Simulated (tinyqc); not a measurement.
# Molecular dynamics of a small cluster by velocity Verlet steps, step by step

A worked calculation. Computed by tinyqc, a small Python program that keeps every step. Command: `OMP_NUM_THREADS=1 python tinyqc.py 3000520 3000521 out.jsonl verlet walk`. One thread of a shared host (Intel(R) Xeon(R) Processor @ 2.30GHz), about 0.2 s of CPU time with the checks. Intermediate numbers are printed to about 6 digits and carried at full precision; extremes and crossings named in words are read from the listed rows.

E = sum_(i<j) phi(r_ij), phi(r) = eps [exp(-2 alpha (r - r0)) - 2 exp(-alpha (r - r0))]; the force on i is -sum_j phi'(r_ij) (R_i - R_j)/r_ij.

Inputs (values chosen for the exercise, for model atoms):
```
quantity               value        unit
length r0               3.17    angstrom
well depth eps          0.68          eV
stiffness alpha         1.63  1/angstrom
atomic mass M            164           u
time step dt              12          fs
steps                    300           -
target temperature T0    100           K
coupling time tau        100          fs
```

Potential: Morse. Thermostat: Berendsen.

starting positions (angstrom):
```
           x      y      z
atom 1  0.02  -0.01  -0.09
atom 2  3.14  -0.01  -0.03
atom 3  1.62   2.78   0.03
atom 4  1.66   0.95    2.6
```

starting velocities (angstrom/fs):
```
               x         y         z
atom 1   0.00012   0.00097   0.00026
atom 2  -0.00085     6e-05  -0.00149
atom 3  -0.00049   0.00021   0.00014
atom 4   0.00122  -0.00124   0.00109
```

Constants: 1 eV/(angstrom u) = 9.648533212e-03 angstrom/fs^2; k_B = 8.617333262e-05 eV/K.

## State at the start

Velocity Verlet: a = c F/M with c = 9.648533212e-3 angstrom/fs^2 per eV/(angstrom u); R(new) = R + v dt + a dt^2/2; v(new) = v + (a + a(new)) dt/2. Kinetic energy K = M v^2/(2c); temperature T = 2K/((3N - 3) k_B), rotation of the cluster included. After each step v is scaled by sqrt(1 + (dt/tau)(T0/T - 1)).

forces (eV/angstrom):
```
                x          y          z
atom 1   0.040402   0.231222   0.271902
atom 2   0.193766   0.020644  -0.005150
atom 3  -0.064904  -0.126881  -0.051429
atom 4  -0.169264  -0.124985  -0.215323
```

potential energy = -4.04815 eV

kinetic energy = 0.0721285 eV

temperature = 186.004 K

## Step 1

The formulas are those given above.

positions after step 1 (angstrom):
```
              x         y         z
atom 1  0.02161   0.00262  -0.08573
atom 2  3.13062  -0.00919  -0.04790
atom 3  1.61385   2.78198   0.03146
atom 4  1.67392   0.93459   2.61217
```

new forces (eV/angstrom):
```
                x          y          z
atom 1  -0.026761   0.198171   0.278478
atom 2   0.231485   0.029539   0.022452
atom 3  -0.044824  -0.134348   0.007693
atom 4  -0.159900  -0.093363  -0.308623
```

velocities after step 1 (angstrom/fs):
```
                  x            y            z
atom 1   0.00012142   0.00109104   0.00044192
atom 2  -0.00068084   0.00007560  -0.00144350
atom 3  -0.00051434   0.00011458   0.00012117
atom 4   0.00107376  -0.00128122   0.00088041
```

total energy = -3.97974 eV

## Step 2

The formulas are those given above.

positions after step 2 (angstrom):
```
              x         y         z
atom 1  0.02295   0.01655  -0.07925
atom 2  3.12343  -0.00816  -0.06513
atom 3  1.60748   2.78279   0.03295
atom 4  1.68613   0.91882   2.62143
```

new forces (eV/angstrom):
```
                x          y          z
atom 1  -0.092761   0.154222   0.277894
atom 2   0.261183   0.036267   0.045583
atom 3  -0.019396  -0.124628   0.054534
atom 4  -0.149026  -0.065861  -0.378011
```

velocities after step 2 (angstrom/fs):
```
                  x            y            z
atom 1   0.00007730   0.00118588   0.00062279
atom 2  -0.00049460   0.00009643  -0.00138497
atom 3  -0.00052395   0.00002260   0.00013966
atom 4   0.00094125  -0.00130491   0.00062252
```

total energy = -3.98280 eV

## Fastest vibration

Relax the cluster, diagonalise the Hessian (central differences): omega_max = sqrt(c lambda_max/M). Verlet steps are stable for omega_max dt < 2.

omega_max = 0.0291606 1/fs

shortest period = 215.469 fs

omega_max dt = 0.349927

The step is 1/18.0 of the shortest period.

## The trajectory

Spread = largest minus smallest value. The test of the step is the spread (largest minus smallest) of the total energy over the run without thermostat, against the spread of K; the step passes below 5 %. The mean T is over the second half.

Course of the run (evenly spaced rows):
```
step  t (fs)    U (eV)     K (eV)  U + K (eV)    T (K)
0          0  -4.04815  0.0721285    -3.97602  186.004
21       252  -4.05427  0.0404232    -4.01384  104.243
42       504  -4.06014  0.0381504    -4.02199   98.382
63       756  -4.06685  0.0434451    -4.02341  112.035
84      1008  -4.06299  0.0402337    -4.02276  103.754
105     1260  -4.06350  0.0379279    -4.02557   97.808
126     1512  -4.07028  0.0443528    -4.02593  114.376
147     1764  -4.06301  0.0372815    -4.02573   96.141
168     2016  -4.06074  0.0356232    -4.02512   91.865
189     2268  -4.06463  0.0399000    -4.02473  102.893
210     2520  -4.06128  0.0362542    -4.02502   93.492
231     2772  -4.06495  0.0396136    -4.02533  102.155
252     3024  -4.06383  0.0383451    -4.02548   98.884
273     3276  -4.06409  0.0388109    -4.02528  100.085
294     3528  -4.06685  0.0407424    -4.02611  105.066
```

spread of the total energy = 5.94490e-04 eV

spread of the total over spread of K = 0.0186752

mean temperature = 99.9211 K

The total energy keeps within 1.9 % of the swings of K, so the step passes. With the thermostat the mean T is 100 K, against the target 100 K; the scaling adds or removes energy, so U + K is not conserved in the table.

## Energy conservation against the time step

Velocity Verlet: a = c F/M with c = 9.648533212e-3 angstrom/fs^2 per eV/(angstrom u); R(new) = R + v dt + a dt^2/2; v(new) = v + (a + a(new)) dt/2. Kinetic energy K = M v^2/(2c); temperature T = 2K/((3N - 3) k_B), rotation of the cluster included. Runs without thermostat over the same span of time, steps x dt; spread = largest minus smallest value. For contrast, the energy gained over the first 30 dt (dt of the inputs) by explicit Euler steps: R(new) = R + v dt, v(new) = v + a dt.

Energy error (eV):
```
dt (fs)  omega_max dt  Verlet, spread of U + K  Euler, gain in U + K
1.5           0.04374              8.91636e-06               0.01132
3.0           0.08748              3.56881e-05               0.02518
6.0           0.17496              1.42861e-04               0.06253
12.0          0.34993              5.94490e-04               0.18859
24.0          0.69985              2.36825e-03               0.66162
36.0          1.04978              5.21738e-03               1.58254
```

The Verlet error grows as dt^2.00 between the first rows, the second order of the method. Euler steps gain energy steadily: over that short span the gain in the first row is already 1300 times the Verlet spread of the whole run, and it grows as dt^1.15, tending to the first order of that method as dt shrinks. Caution: where the Euler gain approaches or exceeds the binding energy the cluster has blown apart.

Checks made by the program: time reversal over 50 steps (relative difference below 1e-10).
